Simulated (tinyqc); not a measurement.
Hexagonal on-chip spiral inductor, lumped pi model: one step of the calculation.

Outer diameter do = di + 2 n wd + 2 (n - 1) sp, mean da = (do + di)/2, fill p = (do - di)/(do + di), length l = 3.464 n da. L = 2.33 mu0 n^2 da/(1 + 3.82 p), mu0 = 4 pi 1e-7 H/m. Rs = rho l/(wd delta (1 - exp(-th/delta))), delta = sqrt(rho/(pi f mu0)). Cs = n wd^2 eps0 eo/hu across the coil. At each end Cox = l wd eps0 eo/(2 ho) leads to the substrate branch Rsi = 2 rs he/(l wd) in parallel with Csi = l wd eps0 11.7/(2 he). With one end grounded Y = 1/(Rs + i w L) + i w Cs + 1/[1/(i w Cox) + 1/(1/Rsi + i w Csi)], w = 2 pi f; Q = -Im Y/Re Y. Eddy currents in neighbouring turns and in the substrate are left out.

Question. Admittance, quality factor and apparent inductance. Series branch 1/(Rs + i w L), substrate branch, total Y, Q = -Im Y/Re Y, apparent inductance Im(1/Y)/w, metal-only value w L/Rs, share of the loss in the substrate Re(substrate branch)/Re Y.

Inputs (values chosen for the exercise): frequency f = 1.5 GHz.

L = 0.26057309 nH
Rs = 0.29416516 ohm
Cs = 15.937538 fF
Cox = 17.139790 fF
Rsi = 1696.5795 ohm
Csi = 6.1060503 fF

Give: series branch; substrate branch; Y; Q; apparent inductance; w L/Rs; share of the loss in the substrate.

Answer.

series branch = 48.1-401.4i mS
substrate branch = 0.0389+0.1471i mS
Y = 48.1-401.1i mS
Q = 8.336
apparent inductance = 0.2608 nH
w L/Rs = 8.349
share of the loss in the substrate = 0.08083 %

Q is 99.8 % of the metal-only value.

tinyqc, about 0.01 s, one thread, Intel Xeon 2.30GHz (shared host): `OMP_NUM_THREADS=1 python tinyqc.py 2302073 2302074 out.jsonl`
